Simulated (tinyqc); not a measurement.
Flattening the wire at fixed area: round or elliptic silicon nanowire with anisotropic valleys (Ritz method).

Wire along x = [110] on a (001) wafer, y = [-110], z = [001]. Valley groups (w = inverse masses): A, two valleys along z: w_y = 1/mt, w_z = 1/ml, m_x = mt; B, four valleys in the wafer plane: w_y = (1/ml + 1/mt)/2, w_z = 1/mt, m_x = (ml + mt)/2.

Hard wall on the ellipse (y/a)^2 + (z/b)^2 = 1, c = hbar^2/2m0. With u = y/a, v = z/b the operator is -c [(w_y/a^2) d2/du2 + (w_z/b^2) d2/dv2] on the unit disc. Basis (1 - u^2 - v^2) u^i v^j; S, X and Y are the disc integrals of f f', (df/du)(df'/du) and (df/dv)(df'/dv), from the integral of u^p v^q = 2 Gamma((p+1)/2) Gamma((q+1)/2)/((p + q + 2) Gamma((p+q+2)/2)) for even p, q; H = c (w_y X/a^2 + w_z Y/b^2).

Converged values use 21 functions of each parity class (e or o in u, then in v).

Constants: hbar^2/2m0 = 3.80998211 eV angstrom^2.

Parameters, chosen for this exercise (near those of a Si nanowire; not measured data): ml = 0.915 m0 (longitudinal mass); mt = 0.193 m0 (transverse mass); asp = (0.4, 0.6, 0.8, 1, 1.3, 1.8, 2.5) (ratios a/b); area = 9.1 nm^2 (cross-section, kept fixed).

a = sqrt(area x ratio/pi), b = a/ratio, 1 nm^2 = 100 angstrom^2; lowest level of each group.

Levels (eV):
```
a/b  a (angstrom)  b (angstrom)       A       B
0.4          10.8          26.9  0.4747  0.3725
0.6          13.2          22.0  0.3380  0.3165
0.8          15.2          19.0  0.2719  0.3068
1.0          17.0          17.0  0.2347  0.3158
1.3          19.4          14.9  0.2041  0.3455
1.8          22.8          12.7  0.1841  0.4129
2.5          26.9          10.8  0.1826  0.5207
```

What does the comparison show?

Each group is lowest where its stretched ellipse is a circle, at a/b = sqrt(w_y/w_z): 2.18 for A and 0.78 for B. The lowest group is B in the first row and A in the last, crossing between a/b = 0.6 and 0.8; B - A is -102 meV in the first row and +338 meV in the last.

Computed by tinyqc, a small Python program: `OMP_NUM_THREADS=1 python tinyqc.py 1251814 1251815 out.jsonl` (the numbers bound the seed that draws the inputs); one thread of a shared host (Intel(R) Xeon(R) Processor @ 2.30GHz), about 0.02 s for the whole set of steps.
